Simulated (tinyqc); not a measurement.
From results back to parameters: standing waves and exposure in a photoresist film. Four cases, with inputs chosen for the exercise.

Problem. Bleaching of a resist on an index-matched plate: T(0) = T12 exp(-(A + B) d), T(end) = T12 exp(-B d), T12 = 1 - ((n1 - 1)/(n1 + 1))^2, and the first slope dT/dD = T(0) C A T12 (1 - exp(-(A + B) d))/(A + B). Here d = dT and D is the dose; A, B and C are hidden.

Case 1.

Values chosen (out of a larger set: a resist on Si, indices near tabulated ones; not measured data): n1 = 1.729 (resist index); dT = 0.644 micrometre (resist thickness on an index-matched plate).

T(0) = 0.736480
T(end) = 0.859579
dT/dD = 0.0011322 cm^2/mJ

Case 2.

Values chosen (out of a larger set: a resist on Cu, indices near tabulated ones; not measured data): n1 = 1.708 (resist index); dT = 0.18 micrometre (resist thickness on an index-matched plate).

T(0) = 0.795167
T(end) = 0.803801
dT/dD = 0.00021458 cm^2/mJ

Case 3.

Values chosen (out of a larger set: a resist on Al, indices near tabulated ones; not measured data): n1 = 1.67 (resist index); dT = 1.037 micrometre (resist thickness on an index-matched plate).

T(0) = 0.546468
T(end) = 0.889684
dT/dD = 0.0067518 cm^2/mJ

Case 4.

Values chosen (out of a larger set: a resist on Al, indices near tabulated ones; not measured data): n1 = 1.695 (resist index); dT = 0.132 micrometre (resist thickness on an index-matched plate).

T(0) = 0.807333
T(end) = 0.815903
dT/dD = 0.00017038 cm^2/mJ

Find: A; B; C.

Solution. A = ln(T(end)/T(0))/d, B = ln(T12/T(end))/d, and the slope then gives C.

Case 1.

A = 0.24 1/micrometre
B = 0.12 1/micrometre
C = 0.012 cm^2/mJ

Case 2.

A = 0.06 1/micrometre
B = 0.82 1/micrometre
C = 0.029 cm^2/mJ

Case 3.

A = 0.47 1/micrometre
B = 0.05 1/micrometre
C = 0.035 cm^2/mJ

Case 4.

A = 0.08 1/micrometre
B = 1.02 1/micrometre
C = 0.023 cm^2/mJ

Computed by tinyqc, one run a case: `OMP_NUM_THREADS=1 python tinyqc.py N N+1 out.jsonl` with N = 1652367, 1652369, 1652421, 1652445; one thread of a shared Intel(R) Xeon(R) Processor @ 2.30GHz, about 0.01 s a run at most.
